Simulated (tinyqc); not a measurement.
# Convergence with the number of shells

Model: Gupta-type many-body potential for a metal. Computed by tinyqc, a small Python program. Command: `OMP_NUM_THREADS=1 python tinyqc.py 3003381 3003382 out.jsonl gupta sweep`. One thread of a shared host (Intel(R) Xeon(R) Processor @ 2.30GHz), about 0.01 s of CPU time with the checks.

E_i = sum_j A exp(-p (r_ij/r0 - 1)) - xi rho_i^gamma, with rho_i = sum_j exp(-2 q (r_ij/r0 - 1)); gamma = 1/2 is the tight-binding second-moment form. The crystal is fcc unless stated; d is the neighbour distance and a fixed number of shells is kept.

Inputs (values chosen for the exercise, for a model metal): repulsion A = 0.0358 eV; hopping xi = 0.891 eV; decay p = 16.9; decay q = 1.2; reference distance r0 = 2.491 angstrom; embedding exponent gamma = 0.55.

Constants: 1 eV/angstrom^3 = 160.2176634 GPa.

Method:
- fcc shells: d sqrt(k), k = 1..5, with 12, 6, 24, 12, 24 atoms; Omega = d^3/sqrt2.
- Equilibrium: dE/dd = 0; B = d^2 E''(d)/(9 Omega).
- Repulsion and density of one neighbour in each shell, and their sums.
- Each neighbour j of the vacancy loses one repulsive term and one density term: E_v = sum_shells count x {-repulsion - xi [(rho - density)^gamma - rho^gamma]}. (The removed atom returns to a bulk-like site, so its own energy cancels.)

One run for each value:
```
shells kept  cohesive energy E_c (eV)  neighbour distance d (angstrom)  bulk modulus B (GPa)  vacancy energy E_v (eV)
1                              3.1004                           2.5635                109.47                   1.6232
2                              3.4241                           2.5391                129.43                   1.7741
3                              3.9864                           2.4952                173.56                   2.0270
4                              4.1288                           2.4840                186.69                   2.0889
5                              4.2893                           2.4707                203.37                   2.1563
```

Describe the trends.

Over the rows, cohesive energy E_c (eV) rises from 3.10 to 4.29 (exponent d ln y / d ln x 0.14 between the first rows and 0.17 between the last); neighbour distance d (angstrom) falls from 2.56 to 2.47 (exponent d ln y / d ln x -0.014 between the first rows and -0.024 between the last); bulk modulus B (GPa) rises from 109 to 203 (exponent d ln y / d ln x 0.24 between the first rows and 0.38 between the last).
